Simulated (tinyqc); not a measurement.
Off-state leakage of single and stacked transistors: one step of the calculation.

n-channel devices of unit width. Subthreshold current I(Vg, Vs, Vd) = I0 (T/300 K)^0.5 exp[(Vg - Vs - VT(T) - gb (Vs - Vb) + dd (Vd - Vs))/(nf Vt)] (1 - exp(-(Vd - Vs)/Vt)), VT(T) = VT - cT (T - 300 K). Gate-edge tunnelling Ig (Vd/1 V) exp(ag (Vd - 1 V)), for a gate at 0 V, and band-to-band leakage Ab u exp(-Bb/u), u = Vd - Vb + 1 V, flow at a drain held at V; both are taken as independent of T. In a stack of off transistors (all gates at 0 V) the same subthreshold current passes through each.

Problem. New Vx. Stack of two, Vx the node between them: I_low = I(0, 0, Vx), I_up = I(0, Vx, V), f = ln(I_up/I_low), f' = -(1 + gb + 2 dd)/(nf Vt) - 1/(Vt (exp(Vx/Vt) - 1)) - 1/(Vt (exp((V - Vx)/Vt) - 1)), Vx(new) = Vx - f/f'.

Values chosen for this exercise; values of the order met in bulk silicon logic transistors:
- T = 398 K (temperature)
- V = 0.8 V (supply voltage)
- VT = 0.41 V (threshold at 300 K, zero drain and body bias)
- cT = 0.6 mV/K (fall of the threshold with temperature)
- I0 = 0.11 uA/um (current at threshold at 300 K)
- nf = 1.34 (slope factor)
- dd = 0.13 (drain-induced lowering per volt)
- gb = 0.09 (rise of the threshold per volt of source-body bias)
- Vb = 0 V (body voltage)

Constants: q = 1.602176634e-19 C, kB = 1.380649e-23 J/K, Vt = kB T/q. Results are converted to the units shown.

Vx at the start = 0.077 V

Wanted: I_low; I_up; f; f'; Vx after iteration 1.

Solution.

I_low = 0.06760 nA/um
I_up = 0.07569 nA/um
f = 0.1130
f' = -32.83 1/V
Vx after iteration 1 = 0.08044 V

tinyqc, about 0.04 s, one thread, Intel Xeon 2.30GHz (shared host): `OMP_NUM_THREADS=1 python tinyqc.py 2242198 2242199 out.jsonl`
